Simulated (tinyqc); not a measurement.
Inversion layer as a triangular well, valleys of the Si type: sweeps and comparisons. A value that a table varies takes the place of the one given here.

Six ellipsoidal valleys with their long axes along the cube axes, mass ml along the axis and mt across it. For a valley whose axis makes the angle theta with the surface normal, 1/m_z = cos^2(theta)/ml + sin^2(theta)/mt sets the confinement; in the plane the masses are m_1 = mt and m_2 = ml mt/m_z, and m_d = sqrt(m_1 m_2).

The field is taken as constant, e F = 4 pi (e^2/4 pi eps0)(Nd + eta Ns)/eps, with 1e12/cm^2 = 1e-4/angstrom^2, and the oxide as a hard wall at z = 0; c = hbar^2/2m0.

Level j of a valley lies at E_j = a_j (c (e F)^2/m_z)^(1/3) above the band edge at the surface, with the Airy zeros a_j = 2.338107, 4.087949, 5.520560, 6.786708, 7.944134, 9.022651, 10.040174, 11.008524, 11.936016, 12.828777, and has <z> = 2 E_j/(3 e F).

Subband i holds n_i = g m_d/(2 pi c) kB T ln(1 + exp((EF - E_i)/kB T)) (spin included), and EF is fixed by sum n_i = Ns over the levels listed or, where none are listed, over j = 0 to 9 of each group; 1e12/cm^2 = 1e-4/angstrom^2.

Constants: hbar^2/2m0 = 3.80998211 eV angstrom^2; e^2/(4 pi eps0) = 14.39964547 eV angstrom; kB = 8.617333262e-05 eV/K.

Values chosen for the exercise (near those of Si; not measured data):
```
symbol  value                      unit         meaning
ml      0.928                      m0           longitudinal mass
mt      0.191                      m0           transverse mass
eps     11.5                                    dielectric constant
Nd      0.5                        x 1e12/cm^2  depletion charge
eta     0.5                                     share of Ns in the effective field
face    111                                     surface
T       300                        K            temperature
Nss     (0.5, 1, 2, 4, 7, 10, 14)  x 1e12/cm^2  sheet densities
Ns      1.1                        x 1e12/cm^2  electron sheet density
Vox     3.19                       eV           barrier of an SiO2-like oxide
mox     0.48                       m0           mass in the oxide
```

## Raising the sheet density

Valleys (masses in m0):
```
valleys g  cos^2(theta)      m_z      m_1      m_2      m_d
6               0.33333  0.25977  0.19100  0.68233  0.36101
```

The field, the ladders and EF anew for each Ns.

Results:
```
Ns (1e12/cm^2)  F (MV/cm)  lowest E (eV)  next - lowest (meV)  EF - lowest (meV)  share of lowest (%)  <z> (angstrom)
0.5                 0.118         0.0639                 47.8             -104.0                 82.9            41.9
1.0                 0.157         0.0774                 57.9              -84.2                 88.5            36.1
2.0                 0.236         0.1015                 75.9              -64.1                 94.3            30.0
4.0                 0.393         0.1426                106.7              -43.9                 98.2            24.5
7.0                 0.629         0.1951                146.0              -27.3                 99.6            20.7
10.0                0.865         0.2412                180.5              -16.3                 99.9            18.6
14.0                1.180         0.2967                222.0               -5.2                100.0            16.8
```

Levels scale as F^(2/3): the field grows by 10.00 and the lowest level by 4.64. The layer thins from 41.9 to 16.8 angstrom. EF stays below the lowest edge throughout. The share of the lowest subband rises throughout: the spacing grows faster than the band fills.

## Surface orientation

The same densities on four faces. m_c is the conductivity mass averaged over directions in the plane: 1/m_c = sum n_i (1/m_1 + 1/m_2)/2 / Ns.

Results:
```
face   valleys of lowest  lowest E (eV)  EF (eV)  share of lowest (%)  <z> (angstrom)  m_c (m0)
(100)                  2         0.0523  -0.0048                 39.1            32.1     0.236
(110)                  4         0.0749  -0.0019                 64.2            34.8     0.293
(111)                  6         0.0800  -0.0014                 89.3            35.3     0.298
(211)                  2         0.0689  -0.0021                 35.3            34.6     0.289
```

The lowest level is deepest on (100), where a valley axis lies closest to the normal, and the lightest conductivity mass is on (100) (0.236 m0, against 0.298 m0 on (111)). EF, counted from the band edge at the surface, is lowest on (100) and spans 3 meV.

## Four estimates of the lowest level

WKB: E = (c/m_z)^(1/3) (3 pi e F/2 x 3/4)^(2/3), <z> = 2E/(3 e F). Fang-Howard: psi = z exp(-b z/2) up to a norm, E = c b^2/(4 m_z) + 3 e F/b at its minimum b^3 = 6 e F m_z/c, <z> = 3/b. Finite barrier: flat height Vox and mass mox for z < 0, finite differences with psi and psi'/m continuous, cells of 0.05 angstrom from -15 to 300 angstrom. The last column is measured against Airy.

Lowest level:
```
method                E (eV)  <z> (angstrom)  E - Airy (meV)
Airy, hard wall       0.0800           32.28             0.0
WKB, hard wall        0.0794           32.03            -0.6
Fang-Howard           0.0847           34.18             4.7
finite oxide barrier  0.0752           29.37            -4.8
```

b = 0.0878 1/angstrom
probability in the oxide = 0.0007

WKB is off by -0.8 % and the variational function by +5.9 %, above the exact value as it must be; both ratios are independent of field and mass. The finite barrier lowers the level by 4.8 meV and brings the charge 2.9 angstrom closer; in energy that is more than the Fang-Howard error (4.7 meV).

## What each parameter does

Field, ladders and EF anew. Each row changes one parameter from the base and keeps the others.

Results:
```
case                   lowest E (eV)  EF (eV)  share of lowest (%)  <z> (angstrom)
base                          0.0800  -0.0014                 89.3           35.26
Ns = 0.55 x 1e12/cm^2         0.0653  -0.0360                 83.6           41.17
Nd = 1 x 1e12/cm^2            0.1037   0.0238                 94.7           29.56
T = 360 K                     0.0800  -0.0253                 84.2           37.00
ml = 1.021 m0                 0.0798  -0.0028                 89.3           35.18
mt = 0.172 m0                 0.0826   0.0029                 90.1           36.14
eps = 10.3                    0.0861   0.0052                 91.1           33.45
```

The largest shifts from the base row, up to three for each result and ties (the steps differ in size, so this ranks the rows, not the parameters). lowest E (eV): Nd +0.0237, Ns -0.0147, eps +0.0061; unchanged at the printed digits by T. EF (eV): Ns -0.0346, Nd +0.0253, T -0.0239. share of lowest (%): Ns -5.7, Nd +5.4, T -5.2; unchanged at the printed digits by ml. <z> (angstrom): Ns +5.91, Nd -5.70, eps -1.80.

Computed by tinyqc, a small Python program: `OMP_NUM_THREADS=1 python tinyqc.py 1252319 1252320 out.jsonl` (the numbers bound the seed that draws the inputs); one thread of a shared host (Intel(R) Xeon(R) Processor @ 2.30GHz), about 0.01 s for the whole set of steps.
